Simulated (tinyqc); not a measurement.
# Vertical double-diffused power MOSFET, components of the on-resistance: On-resistance against the doping of the gap over the drift doping

Stripe cells of pitch Wp + a, two channels a cell. Current flows through the channels, spreads in the accumulation layer, passes the gap between the p bodies and spreads at 45 degrees into the drift layer below them. Low drain voltage, full ionisation.

Triangular field at breakdown with Ec = Kc N^(1/8): BV = eps0 eps_r Ec^2/(2 q N), so N = (eps0 eps_r Kc^2/(2 q BV))^(4/3); W = 2 BV/Ec; mu = mud (T/300 K)^(-bt); rho = 1/(q mu N); ideal resistance rho W. Pitch p = Wp + a, Cox = 3.9 eps0/tox; zero-bias depletion in the gap w0 = sqrt(2 eps0 eps_r Vbi/(q N Nj)), open gap g = a - 2 w0; R_ch = Lc p/(2 mch Cox Vov); R_acc = 0.6 a p/(4 mac Cox Vov), 0.6 being an empirical factor for current leaving the layer along its length; R_gap = (rho/Nj) xp p/g; spreading depth t = min(W, (p - g)/2); R_drift = (rho p/2) ln((g + 2 t)/g) + rho (W - t); R_on = the sum with Rs.

Inputs (values chosen for the exercise); bulk values close to those of 4H silicon carbide:
- T = 450 K (temperature)
- eps_r = 9.78 (relative permittivity)
- Kc = 22500 V/cm per (cm^-3)^(1/8) (critical-field constant)
- BV = 6500 V (rated breakdown voltage of the drift layer)
- mud = 806 cm^2/(V s) (drift mobility at 300 K)
- bt = 2.2 (temperature exponent of the drift mobility)
- tox = 78 nm (gate oxide thickness (eps_r 3.9))
- Vov = 11 V (gate overdrive)
- mch = 35 cm^2/(V s) (channel mobility)
- mac = 54 cm^2/(V s) (accumulation-layer mobility)
- Lc = 0.6 um (channel length)
- Wp = 2.2 um (width of the p body in one cell, channels included)
- a = 2.9 um (gap between neighbouring p bodies)
- xp = 1.1 um (depth of the p body)
- Vbi = 2.68 V (built-in voltage of the body junction)
- Rs = 0.5 mohm cm^2 (substrate and contact resistance)

Constants: q = 1.602176634e-19 C, eps0 = 8.8541878128e-14 F/cm where lengths are in cm. Results are converted to the units shown.

The same in every row: R_ch (mohm cm^2) = 0.8977; R_acc (mohm cm^2) = 0.8436; ideal (mohm cm^2) = 113.1.

Result of one run:

| R_gap (mohm cm^2) | R_drift (mohm cm^2) | R_on (mohm cm^2) | largest term |
|---|---|---|---|
| 0.5801 | 114.5 | 117.4 | drift |

Which doping of the gap over the drift doping Nj gave this result: 2, 5, 8 or 12?

Nj = 8.

The whole series:

| Nj | R_gap (mohm cm^2) | R_drift (mohm cm^2) | R_on (mohm cm^2) | largest term |
|---|---|---|---|---|
| 1.5 | 13.57 | 119.2 | 135.0 | drift |
| 2 | 5.654 | 117.2 | 125.1 | drift |
| 3 | 2.468 | 115.8 | 120.5 | drift |
| 5 | 1.100 | 115.0 | 118.3 | drift |
| 8 | 0.5801 | 114.5 | 117.4 | drift |
| 12 | 0.3490 | 114.3 | 116.9 | drift |

R_on falls from 135 to 117 mohm cm^2. The drift term is the largest at Nj = 1.5 and in all other rows. R_on is 1.19 times the ideal drift resistance in the first row and 1.03 times in the last.

tinyqc, about 0.01 s, one thread, Intel Xeon 2.30GHz (shared host): `OMP_NUM_THREADS=1 python tinyqc.py 2230128 2230129 out.jsonl`
